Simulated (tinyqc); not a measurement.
Anisotropic elasticity and sound waves of a cubic crystal: one step, computed by the program tinyqc. Command: `OMP_NUM_THREADS=1 python tinyqc.py 3018623 3018624 out.jsonl cubicelastic walk`. One thread of a shared host (Intel(R) Xeon(R) Processor @ 2.30GHz), about 0.01 s of CPU time with the checks.

Voigt order 1..6 = xx, yy, zz, yz, xz, xy, with engineering shear strains. The rotated frame has x' as named, z' along the wafer normal and y' = z' x x'.

Question. Compliances and anisotropy. S11 = (C11 + C12)/D, S12 = -C12/D, D = (C11 - C12)(C11 + 2 C12), S44 = 1/C44. Zener ratio A = 2 C44/(C11 - C12); S0 = S11 - S12 - S44/2; H = 2 C44 + C12 - C11.

Inputs (values chosen for the exercise, modelled on diamond): C11 = 1058 GPa; C12 = 123.6 GPa; C44 = 574.2 GPa.

Frame: (111) wafer, x' along [1-10].

Give: S11; S12; S44; Zener ratio A; S0; H.

Answer.

S11 = 0.9689 1/TPa

S12 = -0.1013 1/TPa

S44 = 1.742 1/TPa

Zener ratio A = 1.229

S0 = 0.1994 1/TPa

H = 214 GPa
